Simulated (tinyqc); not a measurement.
## p-type polysilicon, carrier trapping at grain boundaries: effect of the doping

One-dimensional grains of size Lg, uniform ionised doping N, monovalent traps Qt at each boundary at a depth Et below (for electrons) or above (for holes) the band edge there, abrupt depletion of width W on each side of a boundary, Boltzmann statistics. xi is the distance from the band edge at the grain centre to the Fermi level. Trapped charge Qt/(1 + exp((xi + VB - Et)/Vt)) = 2 N W, barrier VB = q N W^2/(2 eps0 eps_r).

If the trap equation with xi = Vt ln(NB/N) has a root W < Lg/2, the grain is partly depleted; otherwise W = Lg/2 and the trap equation gives xi = Et - VB + Vt ln(Qt/(N Lg) - 1). N* = Qt/Lg. n0 = NB exp(-xi/Vt); mean density n0 (1 - 2 W/Lg) by charge balance in a partly depleted grain, and n0 (sqrt(pi)/2) erf(u)/u with u = sqrt(VB/Vt) in a fully depleted one; v = sqrt(kB T/(2 pi ms m0)); barrier resistivity Vt exp(VB/Vt)/(q fe n0 v Lg); grain resistivity (1 - 2 W/Lg)/(q n0 mug); effective mobility 1/(q mean density total resistivity). Rows with xi above 0.45 V, towards mid-gap, are left out, since the other carrier type is ignored.

Parameters, values chosen for the exercise; values of the order met in polycrystalline silicon: temperature T = 300 K; relative permittivity eps_r = 11.7; valence-band density of states at T NB = 2.65e19 cm^-3; grain size Lg = 230 nm; trap density of a grain boundary Qt = 2.8e12 cm^-2; depth of the trap level from the majority band edge at the boundary Et = 0.41 eV; mass for thermionic emission ms = 0.43 m0; correction factor of the emission rate fe = 0.12; mobility inside the grains mug = 53 cm^2/(V s).

Constants: q = 1.602176634e-19 C, kB = 1.380649e-23 J/K, m0 = 9.1093837015e-31 kg, Vt = kB T/q, eps0 = 8.8541878128e-14 F/cm where lengths are in cm. Results are converted to the units shown.

Result of one run:
columns A: N (cm^-3); B: N/N*; C: depleted share 2 W/Lg; D: VB (V); E: xi (V); F: mean density (cm^-3); G: resistivity (ohm cm); H: effective mobility (cm^2/(V s))
```
A           B        C        D        E         F       G      H
2.3e18  18.89  0.05293  0.06590  0.06319  2.178e18  0.1278  22.43
```

What becomes of these results when the doping N is changed from 2.3e18 to 4.9e18 cm^-3, all else the same?

Result of the changed run:
columns A: N (cm^-3); B: N/N*; C: depleted share 2 W/Lg; D: VB (V); E: xi (V); F: mean density (cm^-3); G: resistivity (ohm cm); H: effective mobility (cm^2/(V s))
```
A           B        C        D        E         F        G      H
4.9e18  40.25  0.02484  0.03093  0.04364  4.778e18  0.03306  39.51
```

The whole series:
columns A: N (cm^-3); B: N/N*; C: depleted share 2 W/Lg; D: VB (V); E: xi (V); F: mean density (cm^-3); G: resistivity (ohm cm); H: effective mobility (cm^2/(V s))
```
A             B        C        D        E         F        G        H
6.1e15  0.05011    1.000  0.06238   0.4237  1.121e12  7.872e4    70.72
1.3e16   0.1068    1.000   0.1329   0.3320  2.741e13  3.473e4    6.556
2.7e16   0.2218   0.9797   0.2650   0.1781  5.478e14  1.496e4   0.7618
5.7e16   0.4682   0.6816   0.2708   0.1588  1.815e16     8860  0.03882
1.2e17   0.9857   0.4725   0.2740   0.1395  6.330e16     4763  0.02070
2.5e17    2.054   0.3257   0.2713   0.1206  1.686e17     2056  0.01801
5.2e17    4.271   0.2150   0.2458   0.1016  4.082e17    369.4  0.04139
1.1e18    9.036   0.1106   0.1376  0.08226  9.783e17    2.751    2.319
2.3e18    18.89  0.05293  0.06590  0.06319  2.178e18   0.1278    22.43
4.9e18    40.25  0.02484  0.03093  0.04364  4.778e18  0.03306    39.51
```

As N goes from 6.1e15 to 4.9e18, VB goes from 0.0624 through a maximum of 0.274 (at N = 1.2e17 among the rows listed) to 0.0309 V, the resistivity falls from 78700 to 0.0331 ohm cm and the effective mobility goes from 70.7 through a minimum of 0.0180 (at N = 2.5e17 among the rows listed) to 39.5 cm^2/(V s). The steepest fall of the resistivity among the rows, as N^(-6.5), lies between N = 5.2e17 and 1.1e18 cm^-3; N* = 1.22e17 cm^-3. While the grain is fully depleted VB grows as N; once the traps are full it falls as 1/N. For N = 2.3e18, 4.9e18 xi is under 2.5 Vt, where Boltzmann statistics begin to fail. For N = 2.7e16 the grain is near the changeover between partial and full depletion, within a few Debye lengths, where both limits are rough. For N = 6.1e15 the effective mobility exceeds mug, since drift through the depleted part of the grain is left out.

tinyqc, about 0.01 s, one thread, Intel Xeon 2.30GHz (shared host): `OMP_NUM_THREADS=1 python tinyqc.py 2830058 2830059 out.jsonl`
